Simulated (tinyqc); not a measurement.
# Quantum limit of the contact resistance of a two-dimensional channel: effects of single changes

Parabolic band with gv valleys, C = hbar^2/(2 m0), eta = (EF - Ec)/(kB T). Landauer picture: each mode conducts 2 q^2/h, and the contacts and the channel add incoherently in series, 1/Tt - 1 = 2 (1/tc - 1) + L/lam for the total transmission Tt.

Values chosen for this exercise:
- T = 300 K (temperature)
- m = 0.46 m0 (mass)
- gv = 1 (valleys)
- n = 1.7e13 cm^-2 (carrier density)
- tc = 1 (transmission of each contact)
- lam = 25 nm (back-scattering length of the channel)

Constants: q = 1.602176634e-19 C, kB = 1.380649e-23 J/K, hbar = 1.054571817e-34 J s, h = 6.62607015e-34 J s, m0 = 9.1093837015e-31 kg, Vt = kB T/q, hbar^2/(2 m0) = 0.0380998212 eV nm^2. Results are converted to the units shown.

Each table varies one quantity; the others keep the values above.

## Quantum limit against density

n = N ln(1 + exp(eta)), N = gv m kB T/(2 pi C); modes per width M = gv sqrt(m kB T/C) Fm(eta)/(2 sqrt(pi)), Fm(x) = (1/sqrt(pi)) int_0^infinity u^(-1/2)/(1 + exp(u - x)) du; at zero temperature M0 = gv kF/pi, kF = sqrt(2 pi n/gv). kB T in eV. RQ = (h/2q^2)/M for the whole device, R = RQ/Tt; the part of one contact is Rc = RQ (1/tc - 1/2) and the channel adds RQ L/lam.

Quantum limit against density:
```
n (cm^-2)      eta  M (1/um)  M0 (1/um)  RQ/2 (ohm um)
1.4e11      -3.555     4.416      29.85           1461
3.4e11      -2.647     10.64      46.52          606.8
8.3e11      -1.705     25.45      72.69          253.6
2e12       -0.7017     58.52      112.8          110.3
5e12        0.5516     130.8      178.4          49.34
1.2e13       2.322     251.5      276.4          25.65
3e13         6.037     431.2      437.0          14.97
7.3e13       14.70     680.4      681.7          9.485
```

Read the table: what changes, and by how much?

The limit for one contact, RQ/2, falls from 1460 to 9.48 ohm um, as n^(-0.99) between the first two rows (eta = -3.6) and n^(-0.51) between the last two (eta = 15); the non-degenerate power is -1 and the degenerate one -1/2. M0 is 6.76 times M in the first row and 0.19 % above it in the last. In 1 of the 8 rows EF lies more than 0.3 eV above Ec, where real bands are no longer parabolic.

## Total resistance against length

Same model as above.

kB T in eV.

Result of one run:
```
L (nm)  R (ohm um)  share of the contacts (%)
300          535.2                      7.692
```

What becomes of these results when the channel length L is changed from 300 to 2.7 nm, all else the same?

Result of the changed run:
```
L (nm)  R (ohm um)  share of the contacts (%)
2.7          45.62                      90.25
```

The whole series:
```
L (nm)  R (ohm um)  share of the contacts (%)
2.7          45.62                      90.25
5.9          50.89                      80.91
13           62.58                      65.79
29           88.93                      46.30
63           144.9                      28.41
140          271.7                      15.15
300          535.2                      7.692
670           1145                      3.597
```

R is a straight line in L with intercept 2 Rc = 41.2 ohm um; the share of the contacts falls from 90.3 to 3.60 % and is one half at L = lam (2/tc - 1) = 25.0 nm.

Numbers from tinyqc (`OMP_NUM_THREADS=1 python tinyqc.py 2760103 2760104 out.jsonl`; about 0.01 s on one thread of a shared Intel Xeon 2.30GHz).
